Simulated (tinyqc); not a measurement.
Sheet resistance and Hall data of a diffused or implanted layer. An Irvin curve: changing the peak concentration. Computed by tinyqc, a small Python program. Command: `OMP_NUM_THREADS=1 python tinyqc.py 3001590 3001591 out.jsonl layer sweep`. One thread of a shared host (Intel(R) Xeon(R) Processor @ 2.30GHz), about 0.01 s of CPU time with the checks.

Carriers are taken equal to the net active doping down to the junction (full ionisation, which deep dopants in wide-gap hosts do not reach; no spill-over, no depletion), and the Hall factor is 1.

Inputs (values chosen for the exercise, modelled on nitrogen in 4H-SiC):
```
quantity                                 value        unit
mu_min                                    40.4  cm^2/(V s)
mu_max                                     958  cm^2/(V s)
N_ref                                  1.9e+17      1/cm^3
exponent alpha                            0.61           -
length scale l                             530          nm
background doping N_B (opposite type)  3.3e+16      1/cm^3
```

Profile: Gaussian at the surface. Activation: complete.

Constants: e = 1.602176634e-19 C.

Method:
- N(x) = N_0 exp(-x^2/l^2), dose N_0 l sqrt(pi)/2, junction x_j = l sqrt(ln(N_0/N_B)).
- Mobility mu = mu_min + (mu_max - mu_min)/(1 + (N_t/N_ref)^alpha), N_t = active doping + N_B; carriers n = active doping - N_B, all dopants active.
- Integrals from x_0 (0 unless stated) to x_j by the midpoint rule on 400 even intervals: 1/R_s = e int n mu dx; sheet density n_s = int n dx; Hall sheet density (int n mu dx)^2/int n mu^2 dx; Hall mobility int n mu^2 dx/int n mu dx.
- Mean conductivity 1/(R_s x_j); mean mobility 1/(e n_s R_s).

One run for each value; columns: (1) peak concentration N_0 (1/cm^3); (2) mean conductivity 1/(R_s x_j) (S/cm); (3) sheet resistance R_s (ohm); (4) Hall mobility (cm^2/(V s)); (5) junction depth x_j (nm); (6) sheet density n_s (1/cm^2):
```
(1)         (2)    (3)    (4)   (5)        (6)
6.60e+17  17.94  607.6  381.9   917  2.753e+13
7.50e+17  19.47  548.2  368.8   937  3.170e+13
8.40e+17  20.91  501.4  357.3   954  3.588e+13
9.50e+17  22.57  456.1  344.9   971  4.099e+13
1.10e+18  24.66  408.5  330.5   992  4.797e+13
1.20e+18  25.98  383.1  322.0  1005  5.263e+13
1.40e+18  28.45  342.6  307.4  1026  6.197e+13
1.60e+18  30.73  311.6  295.0  1044  7.131e+13
1.80e+18  32.88  287.0  284.3  1060  8.065e+13
2.00e+18  34.90  266.9  275.0  1074  9.001e+13
```

Over the rows, mean conductivity 1/(R_s x_j) (S/cm) rises from 17.9 to 34.9 (exponent d ln y / d ln x 0.64 between the first rows and 0.57 between the last); sheet resistance R_s (ohm) falls from 608 to 267 (exponent d ln y / d ln x -0.81 between the first rows and -0.69 between the last); Hall mobility (cm^2/(V s)) falls from 382 to 275 (exponent d ln y / d ln x -0.27 between the first rows and -0.32 between the last).

Extremes, crossings and ranges named in words are read from the listed rows.
